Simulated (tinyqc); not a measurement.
Finite-difference solution of the diffusion equation on a small grid. Changing the time step dt. Computed by tinyqc, a small Python program. Command: `OMP_NUM_THREADS=1 python tinyqc.py 3014464 3014465 out.jsonl fdiff sweep`. One thread of a shared host (Intel(R) Xeon(R) Processor @ 2.30GHz), about 0.02 s of CPU time with the checks.

dC/dt = D d2C/dx2 on nodes x_j = j dx, j = 0..9; the far end is sealed.

Inputs (values chosen for the exercise):
```
quantity           value              unit
diffusivity D       0.12            nm^2/s
grid spacing dx       20                nm
final time t_f     49600                 s
surface value C_s     54  % of a reference
```

Boundary at x = 0: fixed surface value. Scheme: implicit.

start values C_j, j = 0, 1, ... (% of a reference): 0  0  0  0  0  0  0  0  0  0

Method:
- The operator M acts as (M C)_j = C_(j-1) - 2 C_j + C_(j+1); at the sealed far end a mirror node gives 2 C_(N-2) - 2 C_(N-1); at j = 0, C_0 is held at C_s from the start (row of zeros).
- r = D dt/dx^2.
- With r = D dt/dx^2: (1 - theta r M) C(new) = (1 + (1 - theta) r M) C(old); theta = 0 explicit, 1 implicit, 1/2 Crank-Nicolson.
- The run takes n = round(t_f/dt) steps of length t_f/n.
- The dose is the trapezoidal sum of C dx; the error is the largest difference from exp(M D t/dx^2) C(0), the exact time evolution on the same grid.

One run for each value:
```
time step dt (s)  largest error at t_f (%)  mesh ratio r  final C_5 (%)  final dose (% nm)
193.75                              0.0224      0.058125         20.346             4714.4
387.50                              0.0449      0.116250         20.326             4711.9
775.00                              0.0901      0.232500         20.286             4707.0
1550.00                             0.1814      0.465000         20.207             4697.0
3100.00                             0.3670      0.930000         20.048             4677.2
6200.00                             0.7455      1.860000         19.732             4637.4
12400.00                            1.5491      3.720000         19.132             4558.1
24800.00                            3.1765      7.440000         18.098             4403.8
```

Over the rows, largest error at t_f (%) rises from 0.0224 to 3.18 (exponent d ln y / d ln x about 1.0 throughout). The exponent of largest error at t_f stays between 1.00 and 1.06, near 1: first order in the step.

Extremes, crossings and ranges named in words are read from the listed rows.
